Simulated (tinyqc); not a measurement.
Inside a calculation. Model: spin coating of a resist or spin-on film: centrifugal thinning, evaporation and the final thickness (Emslie and Meyerhofer models). Computed by tinyqc, a small Python program that keeps every step. Command: `OMP_NUM_THREADS=1 python tinyqc.py 3112174 3112175 out.jsonl spincoat walk`. One thread of a shared host (Intel(R) Xeon(R) Processor @ 2.30GHz), about 0.09 s of CPU time with the checks. Intermediate numbers are printed to about 6 digits and carried at full precision; extremes and crossings named in words are read from the listed rows.

A Newtonian film stays uniform over the wafer; solvent and solids have the same density and the concentration is uniform through the thickness.

Inputs (values chosen for the exercise, of the order of those of a polymer resist in an ester solvent):
```
quantity                                 value          unit
solids volume fraction c0                 0.04             -
kinematic viscosity of the solvent nu_s    2.4        mm^2/s
viscosity constant k                      3900        mm^2/s
viscosity exponent gamma                     2             -
spin speed f                              3000           rpm
evaporation rate at 1000 rpm e0           0.07  micrometre/s
starting thickness h0                      500    micrometre
time t                                    0.63             s
wafer radius R                             100            mm
shrinkage in the bake                      8.5             %
```

## Rates

omega = 2 pi f/60; nu(c) = nu_s + k c^gamma; evaporation rate e = e0 sqrt(f/1000 rpm). Flow constant K = 2 omega^2/(3 nu(c0)); Reynolds number of the air omega R^2/nu_air with nu_air = 15 mm^2/s.

omega = 314.159 1/s

nu(c0) = 8.64 mm^2/s

evaporation rate e = 0.121244 micrometre/s

flow constant K = 0.00761544 1/(micrometre^2 s)

Reynolds number of the air = 209440

## Thinning without evaporation

dh/dt = -K h^3 gives h = h0/sqrt(1 + 2 K h0^2 t); for long times h = 1/sqrt(2 K t).

h(t) without evaporation = 10.2065 micrometre

long-time form = 10.2086 micrometre

time 1/(2 K h0^2) = 2.62625e-04 s

The long-time form is within 0.021 %: the starting thickness is forgotten.

## The two-stage estimate

Meyerhofer estimate: flow rules until (1 - c0) K h^3 = e, then evaporation alone: h_w = (e/((1 - c0) K))^(1/3), dry film c0 h_w.

wet thickness h_w = 2.55014 micrometre

dry film, estimate = 102.006 nm

drying time (1 - c0) h_w/e = 20.1919 s

## First explicit step of the full model

Solids s and liquid l per area start at s = c0 h0, l = (1 - c0) h0. With h = h0 and c = c0: Q = K h^3, K = 2 omega^2/(3 nu); one Euler step of length dt = 0.01 h0/Q for s and l, ds/dt = -c Q, dl/dt = -(1 - c) Q - e.

Q = 951929 micrometre/s

dt = 5.25249e-06 s

s = 19.8 micrometre

l = 475.200 micrometre

Q/e at the start = 7.85138e+06

## The full model

Full model for solids s and liquid l per area, h = s + l, c = s/h: ds/dt = -c Q, dl/dt = -(1 - c) Q - e, Q = 2 omega^2 h^3/(3 nu(c)); integrated adaptively (relative tolerance 1e-9) until l = 0. Dry film = s at l = 0, before the bake; film after the bake = s x (1 - shrinkage).

time to dry = 26.3522 s

dry film = 115.894 nm

film after the bake = 106.043 nm

## Course in time

Times are fractions of the time to dry.

History:
```
fraction    t (s)  h (micrometre)         c  nu (mm^2/s)          Q/e   s (nm)
0.003      0.0791         28.7686  0.040009        8.643  1.49504e+03  1151.00
0.010      0.2635         15.7700  0.040054        8.657  2.45855e+02   631.65
0.030      0.7906          9.0916  0.040282        8.728  4.67250e+01   366.23
0.100      2.6352          4.9226  0.041756        9.200  7.03627e+00   205.55
0.200      5.2704          3.3831  0.045244       10.383  2.02381e+00   153.07
0.350      9.2233          2.3781  0.053706       13.649  5.34741e-01   127.72
0.500     13.1761          1.7545  0.067964       20.414  1.43571e-01   119.24
0.700     18.4465          1.0770  0.107920       47.822  1.41750e-02   116.23
0.900     23.7169          0.4354  0.266182      278.725  1.60718e-04   115.90
```

Q/e drops below 1 between t = 5.3 and 9.2 s, when c has risen from 0.04 to about 0.054; after that row the solids fall by a further 9 %. The full model gives 1.14 times the two-stage estimate.

## Spin curve

The formulas are those given above.

Dry film against speed:
```
f (rpm)  full model (nm)  estimate (nm)  time to dry (s)
500              283.881        249.862          158.105
1000             200.734        176.679           79.055
1500             163.899        144.258           52.704
2000             141.941        124.931           39.528
3000             115.894        102.006           26.352
4000             100.367         88.339           19.764
6000              81.949         72.129           13.176
```

The full thickness goes as f^-0.500; the estimate as (e/omega^2)^(1/3) = f^(-1/2). The time to dry goes as f^-1.00. A thickness window of 1 % allows a speed error of about 2 %.

Checks made by the program: constant-viscosity run against c0 h0 exp(-int K h^2 dt) (relative difference 2e-05).
